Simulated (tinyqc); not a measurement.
Worked calculation: MP2 on RHF in the 6-31g basis, for H3+, spin multiplicity 1. One step of it, computed by the program tinyqc.

Question. Iteration 6 (converged): orbitals. Diagonalise F' = X^T F X, C = X C', fill 1 alpha and 1 beta electrons from the bottom; D = 2 C_occ C_occ^T. Each column has its largest component positive (the first on a tie).

converged F (hartree):
```
           1H 1s      1H 2s      2H 1s      2H 2s      3H 1s      3H 2s
1H 1s  -0.470688  -0.797828  -0.557982  -0.644234  -0.558203  -0.644347
1H 2s  -0.797828  -0.779454  -0.596009  -0.682911  -0.596158  -0.682982
2H 1s  -0.557982  -0.596009  -0.334104  -0.667886  -0.293925  -0.446878
2H 2s  -0.644234  -0.682911  -0.667886  -0.664700  -0.446918  -0.570660
3H 1s  -0.558203  -0.596158  -0.293925  -0.446918  -0.334198  -0.667979
3H 2s  -0.644347  -0.682982  -0.446878  -0.570660  -0.667979  -0.664762
```

X:
```
           1H 1s      1H 2s      2H 1s      2H 2s      3H 1s      3H 2s
1H 1s   1.270592  -0.528172  -0.068968   0.040687  -0.069080   0.040719
1H 2s  -0.528172   2.181557  -0.000035  -0.691667  -0.000004  -0.691964
2H 1s  -0.068968  -0.000035   1.263364  -0.499327   0.034494   0.027522
2H 2s   0.040687  -0.691667  -0.499327   1.745316   0.027529  -0.143075
3H 1s  -0.069080  -0.000004   0.034494   0.027529   1.263384  -0.499327
3H 2s   0.040719  -0.691964   0.027522  -0.143075  -0.499327   1.745571
```

Give: F' = X^T F X; orbital energies; coefficients C; D after iteration 6.

Answer.

F' = X^T F X (hartree):
```
         1        2        3        4        5        6
1   0.1303  -0.5781  -0.3003  -0.1122  -0.3005  -0.1122
2  -0.5781  -0.0036  -0.1236  -0.1553  -0.1236  -0.1553
3  -0.3003  -0.1236   0.1716  -0.5399  -0.0277  -0.0852
4  -0.1122  -0.1553  -0.5399  -0.0330  -0.0852  -0.1261
5  -0.3005  -0.1236  -0.0277  -0.0852   0.1717  -0.5399
6  -0.1122  -0.1553  -0.0852  -0.1261  -0.5399  -0.0330
```

orbital energies (hartree): MO1 -1.0675, MO2 -0.3115, MO3 -0.1334, MO4 0.4783, MO5 0.6040, MO6 0.8340

coefficients C:
```
          MO1      MO2      MO3      MO4      MO5      MO6
1H 1s  0.3445  -0.0001   0.2559  -0.8045   0.0000  -1.0367
1H 2s  0.2079  -0.0002   1.6353   1.0037  -0.0002   1.5068
2H 1s  0.2572   0.2995  -0.1022  -0.6040  -0.8973   0.7183
2H 2s  0.1527   0.7500  -0.9719   0.2859   1.1666  -0.9075
3H 1s  0.2573  -0.2994  -0.1023  -0.6045   0.8963   0.7191
3H 2s  0.1527  -0.7496  -0.9728   0.2867  -1.1656  -0.9086
```

D after iteration 6:
```
        1H 1s   1H 2s   2H 1s   2H 2s   3H 1s   3H 2s
1H 1s  0.2374  0.1432  0.1772  0.1052  0.1773  0.1052
1H 2s  0.1432  0.0864  0.1069  0.0635  0.1070  0.0635
2H 1s  0.1772  0.1069  0.1323  0.0786  0.1324  0.0786
2H 2s  0.1052  0.0635  0.0786  0.0466  0.0786  0.0467
3H 1s  0.1773  0.1070  0.1324  0.0786  0.1324  0.0786
3H 2s  0.1052  0.0635  0.0786  0.0467  0.0786  0.0467
```
